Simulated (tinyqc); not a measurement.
# Implanted layer, carriers, mobility and sheet resistance, step by step

Computed by the program tinyqc: `OMP_NUM_THREADS=1 python tinyqc.py 2110142 2110143 out.jsonl`, one thread of a shared Intel Xeon 2.30GHz, about 0.01 s for the whole run. Printed values are rounded.

An n-type layer from the surface x = 0 to the junction xj, N(x) = N0 exp(-(x - Rp)^2/(2 sg^2)). Local neutrality (no depletion at surface or junction, no spilling of carriers), intrinsic carriers neglected, full ionisation of active dopants.

Parameters, values chosen for the exercise; values close to those of arsenic in silicon over a p-type background: temperature T = 500 K; background doping of the opposite type Nb = 4.7e15 cm^-3; peak chemical concentration N0 = 3.7e20 cm^-3; mobility limit at high doping m1 = 54.1 cm^2/(V s); mobility limit at low doping, at 300 K m2 = 1410 cm^2/(V s); reference doping of the mobility law Nr = 9.41e16 cm^-3; exponent of the mobility law am = 0.684; temperature exponent of m2 bt = 1.8; solubility limit of active dopant Ns = 1.97e20 cm^-3; straggle after annealing sg = 8.1 nm; projected range Rp = 8.3 nm.

Constants: q = 1.602176634e-19 C. Results are converted to the units shown.

## Junction depth and local values

xj = Rp + sg sqrt(2 ln(N0/Nb)); 14 equal steps from 0 to xj. Active dopant A = min(N, Ns); n = A - Nb; mobility mu = m1 + (m2 (T/300 K)^(-bt) - m1)/(1 + ((A + Nb)/Nr)^am).

xj = 46.76212 nm

```
point    x (nm)    N (cm^-3)    A (cm^-3)  n (1e20 cm^-3)  mu (cm^2/(V s))
0       0.00000  2.188763e20      1.97e20        1.969953         56.80486
1       3.34015  3.067493e20      1.97e20        1.969953         56.80486
2       6.68030  3.626762e20      1.97e20        1.969953         56.80486
3      10.02045  3.617473e20      1.97e20        1.969953         56.80486
4      13.36060  3.043982e20      1.97e20        1.969953         56.80486
5      16.70076  2.160875e20      1.97e20        1.969953         56.80486
6      20.04091  1.294100e20  1.294100e20        1.294053         57.69916
7      23.38106  6.538177e19  6.538177e19        0.653771         59.81712
8      26.72121  2.786739e19  2.786739e19        0.278627         64.25366
9      30.06136  1.002043e19  1.002043e19        0.100157         74.12962
10     33.40151  3.039677e18  3.039677e18        0.030350         97.21805
11     36.74166  7.778915e17  7.778915e17        0.007732         150.7272
12     40.08181  1.679428e17  1.679428e17        0.001632         256.1669
13     43.42196  3.058822e16  3.058822e16        0.000259         390.3095
14     46.76212       4.7e15       4.7e15        0.000000         475.1092
```

The solubility limit clips the profile at 6 of the points. The mobility runs from 56.8 to 475 cm^2/(V s).

## Sheet quantities by the trapezoid rule

Dose = integral of N, carrier sheet density = integral of n, 1/Rs = q integral of n mu, mean mobility 1/(q Rs sheet density), Hall mobility (unit Hall factor) = integral of n mu^2 over integral of n mu, Hall sheet density = (integral of n mu)^2/integral of n mu^2; all from 0 to xj.

dose = 6.3389e14 cm^-2
carrier sheet density = 4.4094e14 cm^-2
Rs = 246.13 ohm/square
mean mobility = 57.509 cm^2/(V s)
Hall mobility = 57.848 cm^2/(V s)
Hall sheet density = 4.3836e14 cm^-2

Carriers make up 69.6 % of the dose. A Hall measurement weights the mobile tail, so its sheet density is 0.59 % below the true one. With 4000 steps Rs = 246.2 ohm/square; the coarse value is 0.012 % below it.
